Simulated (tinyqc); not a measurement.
A spin-degenerate level with charging energy between two leads, rate equations: relaxation from the empty dot.

States 0, up, down and 2 with energies 0, e1 - Ez/2, e1 + Ez/2 and 2 e1 + U. mu_L = +V/2, mu_R = -V/2 (meV), f(x) = 1/(1 + exp(x/kB T)). A transition that adds one electron of given spin at the energy E has the rate G f(E - mu) from each lead, and its reverse G [1 - f(E - mu)]. I counts electrons leaving the left lead, times q.

Explicit Euler step: p(new) = p + dt W p.

Stop when no probability changes by more than 1e-8 in a step, or after 60 steps.

Values chosen for this exercise: time step dt = 0.33 ns.

W (1/ns):

|  | 0 | up | down | 2 |
|---|---|---|---|---|
| 0 | -6.83999 | 0.00000 | 0.00001 | 0.00000 |
| up | 3.42000 | -3.30000 | 0.00000 | 0.12000 |
| down | 3.41999 | 0.00000 | -3.30001 | 0.12000 |
| 2 | 0.00000 | 3.30000 | 3.30000 | -0.24000 |

p at the start: 0 1, up 0, down 0, 2 0

Course of the iteration:

| step | p(0) / 1e5 | p(up) / 1e5 | p(down) / 1e5 | p(2) / 1e5 | largest change |
|---|---|---|---|---|---|
| 1 | -0.00001 | 0.00001 | 0.00001 | 0.00000 | 2.26 |
| 2 | 0.00002 | -0.00002 | -0.00002 | 0.00002 | 2.84 |
| 3 | -0.00002 | 0.00002 | 0.00002 | -0.00001 | 3.57 |
| 4 | 0.00002 | -0.00002 | -0.00002 | 0.00003 | 4.49 |
| 5 | -0.00003 | 0.00003 | 0.00003 | -0.00002 | 5.64 |
| 6 | 0.00004 | -0.00004 | -0.00004 | 0.00005 | 7.09 |
| 7 | -0.00005 | 0.00005 | 0.00005 | -0.00004 | 8.91 |
| 8 | 0.00006 | -0.00006 | -0.00006 | 0.00007 | 11.2 |
| ... | ... | ... | ... | ... | ... |
| 53 | -1.85537 | 1.85537 | 1.85537 | -1.85536 | 3.33e5 |
| 54 | 2.33257 | -2.33257 | -2.33257 | 2.33258 | 4.19e5 |
| 55 | -2.93251 | 2.93251 | 2.93251 | -2.93250 | 5.27e5 |
| 56 | 3.68675 | -3.68675 | -3.68675 | 3.68676 | 6.62e5 |
| 57 | -4.63498 | 4.63498 | 4.63498 | -4.63497 | 8.32e5 |
| 58 | 5.82710 | -5.82710 | -5.82710 | 5.82711 | 1.05e6 |
| 59 | -7.32583 | 7.32583 | 7.32583 | -7.32582 | 1.32e6 |
| 60 | 9.21003 | -9.21003 | -9.21003 | 9.21004 | 1.65e6 |

Did this iteration meet its convergence test, and what does its course show?

No. The change grows and flips sign each step, and probabilities leave the range 0 to 1. The largest decay rate of W is 6.84 1/ns, so a step multiplies that mode by 1 - dt times the rate = -1.26, beyond -1; stability needs dt below 0.292 ns. In reruns, dt = 0.15 ns settles in 26 steps; implicit steps, p(new) = (1 - dt W)^(-1) p, at the original dt = 0.33 ns settle in 25 steps.

Range of the model: Rate equations need hbar G well below kB T; cotunnelling and the Kondo effect are left out.

Program tinyqc, `OMP_NUM_THREADS=1 python tinyqc.py 2780131 2780132 out.jsonl`; Intel Xeon 2.30GHz, shared host, one thread, about 0.01 s.
